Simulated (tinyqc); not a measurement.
Conductance of a narrow metal strip with scatterers (square lattice, Green functions), step by step. Values are carried at full precision from step to step, so a last printed digit may differ when a step is redone from the rounded ones.

A strip of W sites across with hard walls, site energy 0 and hopping -t. Mode n = 1 to W has profile chi_n(j) = sqrt(2/(W + 1)) sin(n j pi/(W + 1)) and energy en = -2t cos(n pi/(W + 1)); E = en - 2t cos(kn a). With z_n = exp(i kn a) (Im k > 0 for closed modes, |z| < 1) each lead gives the self-energy -t z_n in mode n. One column carries the site energies v, here one foreign atom. In the mode basis V_nm = sum_j chi_n(j) v_j chi_m(j), G = (E - en + 2 t z_n - V)^-1, and t_nm = 2t sqrt(sin(kn a) sin(km a)) G_nm in size for open modes. T = sum |t_nm|^2, conductance (2e^2/h) T.

Constants: e^2/h = 3.874045865e-05 S.

Inputs chosen for the exercise (hopping and spacing of the size met in Cu or Al; the lattice is a model; not measured data): t = 1.52 eV (hopping); a = 2.73 angstrom (spacing); W = 3 (sites across); E = 1.76 eV (Fermi energy); v = (0, 0, -6.1) eV (site energies in the scattering column).

## Modes at the Fermi energy

For each n: en, cos(kn a) = (en - E)/(2t), z_n and the velocity 2 t a sin(kn a) (zero if closed).

Modes:

| n | en (eV) | cos(k a) | z | dE/dk (eV angstrom) |
|---|---|---|---|---|
| 1 | -2.1496 | -1.28605 | -0.47739 | 0.0000 |
| 2 | 0.0000 | -0.57895 | -0.57895+0.81536i | 6.7669 |
| 3 | 2.1496 | 0.12816 | 0.12816+0.99175i | 8.2308 |

2 of 3 modes are open, so the clean strip has a resistance of 6453 ohm, whatever its length.

## The scatterer in the mode basis

Form V_nm.

V (eV):
```
         n=1      n=2      n=3
n=1  -1.5250   2.1567  -1.5250
n=2   2.1567  -3.0500   2.1567
n=3  -1.5250   2.1567  -1.5250
```

A single site couples every mode that has amplitude on it.

## Green function and transmission

E - en + 2 t z_n = 2t (z_n - cos(kn a)). Invert, form |t_nm|^2 = (2t)^2 Im(z_n) Im(z_m) |G_nm|^2 and sum. The added resistance is 1/(2 (e^2/h) T) less the same for the clean strip.

G (1/eV):
```
                 n=1              n=2              n=3
n=1   0.3343-0.0777i   0.1090-0.1017i  -0.0633+0.0591i
n=2   0.1090-0.1017i   0.1426-0.2506i  -0.0829-0.0888i
n=3  -0.0633+0.0591i  -0.0829-0.0888i   0.0482-0.2800i
```

|t_nm|^2:
```
     n=1     n=2     n=3
n=1    0       0       0
n=2    0  0.5109  0.1103
n=3    0  0.1103  0.7339
```

T = 1.4655
added resistance = 2354 ohm

Mode 2 passes least (0.621) and mode 3 most (0.844); 15.1 % of the transmitted flux changes mode.

## Checks

- Transmitted plus reflected flux against the number of open modes: both 2.00000.

Computed by tinyqc, a small Python program: `OMP_NUM_THREADS=1 python tinyqc.py 1481274 1481275 out.jsonl` (the numbers bound the seed that draws the inputs); one thread of a shared host (Intel(R) Xeon(R) Processor @ 2.30GHz), about 0.01 s for the whole set of steps.
